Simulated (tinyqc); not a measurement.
Binding against carrier density: donor level screened by free carriers (Yukawa potential).

Screening wave number: Debye ks^2 = 4 pi q n/(eps kB T); Thomas-Fermi ks^2 = 6 pi q n/(eps EF) with EF = c (3 pi^2 n/gv)^(2/3)/m, c = hbar^2/2m0; the two are joined by 1/ks^2 = sqrt(1/ks_D^4 + 1/ks_TF^4). 1e18/cm^3 = 1e-6/angstrom^3, q = e^2/(4 pi eps0).

Potential -(q/(eps r)) exp(-ks r), q = e^2/(4 pi eps0). In units Ry* = Ry m/eps^2 and a* = a0 eps/m the problem is [-Laplacian - 2 exp(-x r)/r] psi = E psi with x = ks a*.

Converged values use 18 functions exp(-z r), z = 1.55^i, i = -11 to 6: S = 2/A^3, H = z_i z_j S - 2/(A + x)^2, A = z_i + z_j.

Constants: e^2/(4 pi eps0) = 14.39964547 eV angstrom; kB = 8.617333262e-05 eV/K; hbar^2/2m0 = 3.80998211 eV angstrom^2.

Inputs chosen for the exercise (near those of a donor in GaN, with one mean mass; not measured data): m = 0.207 m0 (mass); eps = 9.4 (dielectric constant); gv = 1 (valleys); T = 400 K (temperature); nl = (0.051, 0.17, 0.51, 1.7, 5.1, 17, 51) x 1e18/cm^3 (densities).

Ry* = 31.8739 meV
a* = 24.030 angstrom

x from the joined ks; converged 1s binding (dash: x above 1.17, at or past the limit 1.19 where the state unbinds).

Results:

| n (1e18/cm^3) | EF/kB T | 1/ks (angstrom) | x | binding (meV) | n^(1/3) a* |
|---|---|---|---|---|---|
| 0.051 | 0.07 | 187.5 | 0.128 | 24.43 | 0.089 |
| 0.17 | 0.16 | 102.9 | 0.234 | 19.28 | 0.133 |
| 0.51 | 0.33 | 59.9 | 0.401 | 12.62 | 0.192 |
| 1.7 | 0.73 | 34.2 | 0.702 | 4.53 | 0.287 |
| 5.1 | 1.51 | 22.3 | 1.076 | 0.23 | 0.414 |
| 17 | 3.38 | 16.1 | 1.491 | - | 0.618 |
| 51 | 7.03 | 13.0 | 1.853 | - | 0.891 |

The binding falls from 24.4 to 0.2 meV (bare value 31.9); it passes half the bare value between 0.17 and 0.51 x 1e18/cm^3. The level is unbound, or bound by less than 0.001 Ry*, from 17 x 1e18/cm^3 on; as the density rises, it is lost by the time n^(1/3) a* reaches 0.62. x grows with exponent 0.50 in n at the start and 0.20 at the end (1/2 for Debye, 1/6 for Thomas-Fermi screening). The level survives to n^(1/3) a* = 0.41, past the 0.26 of the Mott rule, which corresponds to x = 1 for one valley with degenerate screening; here the level lasts until x = 1.19, the screening is at most the degenerate value, and overlap of donors is left out.

Run: tinyqc, `OMP_NUM_THREADS=1 python tinyqc.py 1281840 1281841 out.jsonl`; Intel(R) Xeon(R) Processor @ 2.30GHz, one thread, shared host; about 0.03 s of CPU time with all checks.
